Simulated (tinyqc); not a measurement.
Inside a calculation. Model: bulk transistor, scale length and short-channel effects.

tinyqc, about 0.01 s, one thread, Intel Xeon 2.30GHz (shared host): `OMP_NUM_THREADS=1 python tinyqc.py 2420168 2420169 out.jsonl` Printed values are rounded.

A gate, an insulator of thickness ti and a depleted layer of depth ts on a conducting body. Below threshold the potential that source and drain add obeys Laplace's equation and vanishes on the gate and at the bottom of the depleted layer. Its lowest mode decays along the channel as exp(-k y); k is the smallest positive root of the matching condition at the interface, and the scale length is Lambda = pi/k.

Parameters, values chosen for the exercise; permittivities: semiconductor close to that of gallium nitride, insulator close to that of zirconium oxide: temperature T = 350 K; relative permittivity of the semiconductor eps_r = 9.68; relative permittivity of the insulator ei = 24.1; insulator thickness ti = 1.9 nm; depletion depth ts = 13 nm; channel length L = 24 nm; potential of the source Vbi = 1.05 V; potential of the barrier top at threshold sT = 0.59 V; long-channel threshold VTL = 0.45 V; long-channel body factor m = 1.06; drain voltage Vds = 0.5 V.

Constants: q = 1.602176634e-19 C, kB = 1.380649e-23 J/K, Vt = kB T/q. Results are converted to the units shown.

## Scan of the matching condition

k, point 0 to 7 (1/nm): 0.04125  0.0825  0.12375  0.165  0.20625  0.2475  0.28875  0.33

f(k) = eps_r sin(k ti) cos(k ts) + ei cos(k ti) sin(k ts).

f(k), point 0 to 7: 12.9268  21.6321  23.3344  17.6272  6.5828  -6.0027  -15.9478  -20.1290

The first change of sign lies between k = 0.20625 and 0.2475 1/nm.

## Iteration 1: decay constant by Newton steps

k at the start = 0.2475 1/nm

f(k) = eps_r sin(k ti) cos(k ts) + ei cos(k ti) sin(k ts); f' by a central difference with +/- 1e-5 1/nm; k(new) = k - f/f'.

f = -6.00270
f' = -288.940 nm
k after iteration 1 = 0.226725 1/nm

## Iteration 2: decay constant by Newton steps

As before.

f = 0.259052
f' = -309.554 nm
k after iteration 2 = 0.227562 1/nm

## Course of the iteration: decay constant by Newton steps

Stop when k changes by less than 1e-10 1/nm, or after 30 iterations.

Course of the iteration:
```
iteration	k (1/nm)	|change| (1/nm)
1	0.226725	0.0208
2	0.227562	8.37e-4
3	0.227562	4.26e-7
4	0.227562	1.20e-13
```

Converged in 4 iterations. At the end the number of correct digits about doubles with each step.

## Scale length against simple estimates

k = 0.227562 1/nm

Lambda = pi/k and l = 1/k. A parabolic potential across the structure gives l(parabolic) = sqrt((eps_r/ei) ts ti).

Lambda = 13.8054 nm
l = 4.39440 nm
l(parabolic) = 3.14976 nm

The parabolic estimate is 28 % below l.

## Threshold shift, barrier position and swing

Along the channel psi(y) = s + a exp(y/l) + b exp(-y/l) with psi(0) = Vbi, psi(L) = Vbi + Vds and l = 1/k = Lambda/pi; with A = Vbi - s, B = A + Vds, x = exp(-L/l): a = (B - A x) x/(1 - x^2), b = (A - B x)/(1 - x^2). The minimum is s + 2 sqrt(a b), at y = (l/2) ln(b/a). The long-channel potential follows the gate as s = sT + (Vg - VTL)/m, and the threshold VT is the gate voltage at which the minimum equals sT. Swing = m Vt ln 10/g at threshold, g = d(minimum)/ds = 1 - (b x + a)/((1 + x) sqrt(a b)).

s at threshold = 0.490108 V
a = 0.00449155 V
b = 0.555401 V
position of the minimum = 10.5850 nm
VT = 0.344114 V
swing = 85.2587 mV/decade

The threshold lies 106 mV below the long-channel value, and the barrier top sits at 0.44 L from the source.
